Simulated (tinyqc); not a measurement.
Inside a calculation. Model: ferroelectric with a first-order transition, Landau-Devonshire energy.

Numbers from tinyqc (`OMP_NUM_THREADS=1 python tinyqc.py 2860121 2860122 out.jsonl`; about 0.01 s on one thread of a shared Intel Xeon 2.30GHz). Printed values are rounded.

One domain with free energy u = al P^2 + be P^4 + ga P^6 - E P, al = a0 (T - T0), be < 0 < ga (P in uC/cm^2, E in kV/cm, u in mJ/cm^3). Equilibrium: E = 2 al P + 4 be P^3 + 6 ga P^5; a state is stable against small changes where dE/dP > 0. The coercive field is that of uniform switching, which real films, switching by domains, do not reach.

Parameters, values chosen for the exercise:
- a0 = 0.05 kV cm/(uC K) (slope of the quadratic coefficient)
- T0 = 700 K (Curie-Weiss temperature)
- be = -0.0016 kV cm^5/uC^3 (quartic coefficient)
- ga = 7.2e-7 kV cm^9/uC^5 (sixth-order coefficient)
- T = 680 K (temperature)
- Ea = 65 kV/cm (applied field)

Constants: eps0 = 8.8541878128e-14 F/cm where lengths are in cm. Results are converted to the units shown.

## Spontaneous polarisation, coercive field and susceptibility

Ps^2 = [-be + sqrt(be^2 - 3 al ga)]/(3 ga); Pc^2 = [-3 be + sqrt(9 be^2 - 15 al ga)]/(15 ga), Ec = -E(Pc); susceptibility chi = 1/(eps0 dE/dP).

al = -1 kV cm/uC
Ps = 41.7918 uC/cm^2
u(Ps) at E = 0 = -2791.28 mJ/cm^3
Pc = 31.3540 uC/cm^2
Ec = 129.074 kV/cm
chi at Ps = 372.056

## Transition temperatures

TC = T0 + be^2/(4 a0 ga), where u(Ps) = u(0); T1 = T0 + be^2/(3 a0 ga), where the polar minimum disappears. At TC the polarisation jumps from sqrt(-be/(2 ga)) to zero, with latent heat TC a0 Ps^2.

TC = 717.778 K
T1 = 723.704 K
jump of P = 33.3333 uC/cm^2
latent heat = 39.8765 J/cm^3

Thermal hysteresis can span T0 to T1, 23.7 K.

## Iteration 1: polarisation on the upper branch by Newton steps

P at the start = 41.8 uC/cm^2

f = 2 al P + 4 be P^3 + 6 ga P^5 - Ea, f' = 2 al + 12 be P^2 + 30 ga P^4, P(new) = P - f/f'.

f = -64.7506 kV/cm
f' = 30.3945 kV cm/uC
P after iteration 1 = 43.9303 uC/cm^2

## Iteration 2: polarisation on the upper branch by Newton steps

As before.

f = 11.3633 kV/cm
f' = 41.3938 kV cm/uC
P after iteration 2 = 43.6558 uC/cm^2

## Course of the iteration: polarisation on the upper branch by Newton steps

Stop when P changes by less than 1e-10 uC/cm^2, or after 40 iterations. The rule counts as met only at the stable state of positive P.

Course of the iteration:
```
iteration,P (uC/cm^2),|change| (uC/cm^2)
1,43.9303,2.13
2,43.6558,0.275
3,43.6505,5.29e-3
4,43.6505,1.94e-6
5,43.6505,2.63e-13
```

Converged in 5 iterations. At the end the number of correct digits about doubles with each step. There chi = 284.
